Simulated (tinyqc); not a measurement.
An infinitely deep well in a field (quantum-confined Stark shift), Airy functions: two steps of the calculation.

Hard walls at x = -L/2 and +L/2; between them U(x) = -F x (eV, zero at the centre). C = hbar^2/(2 m0), e = (C F^2/m1)^(1/3), z1 = (F L/2 - E)/e at the left wall and z2 = (-F L/2 - E)/e at the right wall. Levels are the roots of D(E) = Ai(z1) Bi(z2) - Ai(z2) Bi(z1).

Values chosen for this exercise:

| symbol | value | unit | meaning |
|---|---|---|---|
| m1 | 0.33 | m0 | mass |
| L | 9.4 | nm | well width |
| F | 0.0035 | V/nm | field |
| n | 2 |  | level sought |

Constants: q = 1.602176634e-19 C, hbar = 1.054571817e-34 J s, m0 = 9.1093837015e-31 kg, hbar^2/(2 m0) = 0.0380998212 eV nm^2. Results are converted to the units shown.

Question 1. Level without field and second-order shift. E_n(0) = C (n pi/L)^2/m1; second-order shift m1 F^2 L^4 (1 - 15/(pi n)^2)/(48 C pi^2 n^2).

Find: E_n(0); second-order shift; F L/E_1(0).

Answer 1.

E_n(0) = 0.051584 eV
second-order shift = 0.27106 meV
F L/E_1(0) = 2.5512

Question 2. Stark shift. Exact shift E_n(F) - E_n(0), and the mean position <x> = -dE_n/dF.

Wanted: E_n; shift; <x>.

Answer 2.

E_n = 0.05184 eV
shift = 0.2601 meV
<x> = -0.1426 nm

Program tinyqc, `OMP_NUM_THREADS=1 python tinyqc.py 2580127 2580128 out.jsonl`; Intel Xeon 2.30GHz, shared host, one thread, about 0.03 s.
